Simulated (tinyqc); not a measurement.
Inside a calculation. Method: RKS/BP86 in the sto-3g basis, for H4, spin multiplicity 1. One step of it, computed by the program tinyqc.

Question. Iteration 2: building the Kohn-Sham matrix. J_ij = sum D_kl (ij|kl); F = H + J + V_xc; E = tr D H + tr D J / 2 + E_xc + E_nn.

D after iteration 1, lower triangle:
```
,1H 1s,2H 1s,3H 1s,4H 1s
1H 1s,1.221744
2H 1s,0.575075,0.273299
3H 1s,0.010236,0.031566,0.274056
4H 1s,-0.097476,0.010381,0.575471,1.219979
```

core Hamiltonian H = T + V (hartree), lower triangle:
```
,1H 1s,2H 1s,3H 1s,4H 1s
1H 1s,-1.235998
2H 1s,-0.744180,-1.381875
3H 1s,-0.032750,-0.227850,-1.382203
4H 1s,-0.002667,-0.032818,-0.745228,-1.236440
```

Two-electron integrals (ij|kl) in chemists' order, unique and non-zero (hartree):
```
i,j,k,l,(ij|kl)
1,1,1,1,0.774606
2,1,1,1,0.262276
2,1,2,1,0.118053
2,2,1,1,0.444302
2,2,2,1,0.262276
2,2,2,2,0.774606
3,1,1,1,0.005902
3,1,2,1,0.003175
3,1,2,2,0.008783
3,1,3,1,0.000128
3,2,1,1,0.034894
3,2,2,1,0.020342
3,2,2,2,0.063140
3,2,3,1,0.001023
3,2,3,2,0.009152
3,3,1,1,0.173892
3,3,2,1,0.093361
3,3,2,2,0.272302
3,3,3,1,0.005902
3,3,3,2,0.063140
3,3,3,3,0.774606
4,1,1,1,0.000313
4,1,2,1,0.000176
4,1,2,2,0.000525
4,1,3,1,0.000009
4,1,3,2,0.000077
4,1,3,3,0.000525
4,1,4,1,6.51e-07
4,2,1,1,0.003479
4,2,2,1,0.001952
4,2,2,2,0.005916
4,2,3,1,0.000108
4,2,3,2,0.001025
4,2,3,3,0.008801
4,2,4,1,0.000009
4,2,4,2,0.000129
4,3,1,1,0.064416
4,3,2,1,0.033423
4,3,2,2,0.093495
4,3,3,1,0.001950
4,3,3,2,0.020373
4,3,3,3,0.262685
4,3,4,1,0.000177
4,3,4,2,0.003186
4,3,4,3,0.118379
4,4,1,1,0.127513
4,4,2,1,0.064345
4,4,2,2,0.173949
4,4,3,1,0.003472
4,4,3,2,0.034911
4,4,3,3,0.444601
4,4,4,1,0.000313
4,4,4,2,0.005916
4,4,4,3,0.262685
4,4,4,4,0.774606
```

nuclear repulsion = 1.70447098 hartree

V_xc (hartree), lower triangle:
```
,1H 1s,2H 1s,3H 1s,4H 1s
1H 1s,-0.483611
2H 1s,-0.176214,-0.377178
3H 1s,-0.004247,-0.032493,-0.377457
4H 1s,-0.000257,-0.004258,-0.176508,-0.483533
```

E_xc = sum of w rho eps_xc = -1.40724163 hartree

Give: Coulomb J; Kohn-Sham matrix F; total energy of this density.

Answer.

Coulomb J (hartree), lower triangle:
```
,1H 1s,2H 1s,3H 1s,4H 1s
1H 1s,1.6491
2H 1s,0.6718,1.4548
3H 1s,0.0214,0.1672,1.4555
4H 1s,0.0015,0.0215,0.6728,1.6489
```

Kohn-Sham matrix F (hartree), lower triangle:
```
,1H 1s,2H 1s,3H 1s,4H 1s
1H 1s,-0.0705
2H 1s,-0.2486,-0.3042
3H 1s,-0.0156,-0.0931,-0.3042
4H 1s,-0.0015,-0.0156,-0.2490,-0.0711
```

total energy of this density = -2.016083 hartree
